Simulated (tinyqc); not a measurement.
Polar nitride quantum well with polarisation fields: one step. Strain and polarisation. Two cases, with inputs chosen for the exercise.

Problem. Give strain and polarisation of well and barrier; the bound sheet charge is |P_w - P_b|/e with e = 1.602176634e-19 C.

Growth along [0001]. e_par = (a_sub - a)/a, Ppz = 2 e_par (e31 - e33 C13/C33), P = Psp + Ppz in each layer; strain relaxation and the strain shift of the gaps are left out, although thick layers with more than about 1 % mismatch would relax.

Case 1.

Values chosen (near those of a GaN well in AlN; shifted at random, so the results belong to these values and not to a real crystal): a_w = 3.189 angstrom (lattice constant a, well); a_b = 3.112 angstrom (lattice constant a, barrier); a_sub = 3.112 angstrom (in-plane lattice constant of the stack); Psp_w = -0.0338 C/m^2 (spontaneous polarisation); Psp_b = -0.0915 C/m^2 (spontaneous polarisation); e31_w = -0.334 C/m^2; e31_b = -0.534 C/m^2; e33_w = 0.692 C/m^2; e33_b = 1.435 C/m^2; C_w = 0.26 (C13/C33); C_b = 0.284 (C13/C33).

Case 2.

Values chosen (near those of an InGaN well in GaN; shifted at random, so the results belong to these values and not to a real crystal): a_w = 3.289 angstrom (lattice constant a, well); a_b = 3.189 angstrom (lattice constant a, barrier); a_sub = 3.189 angstrom (in-plane lattice constant of the stack); Psp_w = -0.0294 C/m^2 (spontaneous polarisation); Psp_b = -0.0349 C/m^2 (spontaneous polarisation); e31_w = -0.344 C/m^2; e31_b = -0.336 C/m^2; e33_w = 0.688 C/m^2; e33_b = 0.688 C/m^2; C_w = 0.3 (C13/C33); C_b = 0.266 (C13/C33).

Give: Layers; sheet charge.

Solution.

Case 1.

Layers:
```
layer       e_par  Ppz (C/m^2)  P (C/m^2)
well     -0.02415      0.02482   -0.00898
barrier   0.00000      0.00000   -0.09150
```

sheet charge = 5.150 x 1e13/cm^2

Of P_w - P_b = +0.0825 C/m^2 the piezoelectric part gives +0.0248 and the spontaneous part +0.0577.

Case 2.

Layers:
```
layer       e_par  Ppz (C/m^2)  P (C/m^2)
well     -0.03040      0.03347    0.00407
barrier   0.00000      0.00000   -0.03490
```

sheet charge = 2.432 x 1e13/cm^2

Of P_w - P_b = +0.0390 C/m^2 the piezoelectric part gives +0.0335 and the spontaneous part +0.0055.

Computed by tinyqc, one run a case: `OMP_NUM_THREADS=1 python tinyqc.py N N+1 out.jsonl` with N = 1282629, 1282686; one thread of a shared Intel(R) Xeon(R) Processor @ 2.30GHz, about 0.1 s a run at most.
